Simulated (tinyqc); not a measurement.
Biaxially strained (001) channel, valley splitting in an inversion layer: one step of the calculation.

A thin layer grown on a relaxed buffer is stretched in the plane. The two valleys with their long axis along the growth direction (D2) sink against the four in-plane ones (D4); confinement in a triangular well splits them too. Only the lowest subband of each set is kept; one relaxation time, so the weakening of intervalley scattering is left out.

Problem. Share of the light valleys and conductivity mass. EF solves Ns = N2 ln(1 + exp((EF - E2)/Vt)) + N4 ln(1 + exp((EF - E4)/Vt)); f2 is the share in D2, and 1/mc = f2/mt + (1 - f2)(1/mt + 1/ml)/2.

Parameters, values chosen for the exercise; values close to those of silicon on relaxed silicon-germanium:
- T = 250 K (temperature)
- ml = 0.932 m0 (longitudinal mass)
- mt = 0.189 m0 (transverse mass)
- Ns = 3.6e12 cm^-2 (inversion density)

Constants: q = 1.602176634e-19 C, kB = 1.380649e-23 J/K, Vt = kB T/q. Results are converted to the units shown.

EF = 0.12720643 eV
E2 = 0.11364523 eV
N2 = 3.4017461e12 cm^-2

Give: f2; mc.

Solution.

f2 = 0.99844
mc = 0.18912 m0

Numbers from tinyqc (`OMP_NUM_THREADS=1 python tinyqc.py 2530105 2530106 out.jsonl`; about 0.01 s on one thread of a shared Intel Xeon 2.30GHz).
